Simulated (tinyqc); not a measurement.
Three-phonon processes in a diatomic chain: dispersion, energy and momentum conservation, and decay channels of optical phonons: one step, computed by the program tinyqc. Command: `OMP_NUM_THREADS=1 python tinyqc.py 3120344 3120345 out.jsonl threeph walk`. One thread of a shared host (Intel(R) Xeon(R) Processor @ 2.30GHz), about 0.05 s of CPU time with the checks.

Cell length a, two atoms, one spring constant. x = q a/pi runs from -1 to 1; A and O are the acoustic and optical branches. Matrix elements are not computed: only conservation laws and occupation factors are followed.

Task: Dispersion. omega^2 = k (1/m + 1/M) -/+ k sqrt((1/m + 1/M)^2 - 4 sin^2(pi x/2)/(m M)); nu = 15.6333042 THz x sqrt(omega^2) for eV/(angstrom^2 u).

Inputs (values chosen for the exercise, for a model chain): light mass m = 12 u; heavy mass M = 26.6 u; spring constant k = 4.6 eV/angstrom^2.

Constants: nu for 1 eV/(angstrom^2 u) = 15.6333042 THz.

Give: the table «Branches» with the columns nu_A (THz), nu_O (THz), for x = 0.10, 0.20, 0.35, 0.50, 0.65, 0.80, 0.90, 1.00.

Result:

Branches:
```
x     nu_A (THz)  nu_O (THz)
0.10       1.197       16.45
0.20       2.384       16.32
0.35       4.118       15.97
0.50       5.760       15.45
0.65       7.244       14.81
0.80       8.455       14.16
0.90       8.994       13.82
1.00       9.194       13.69
```
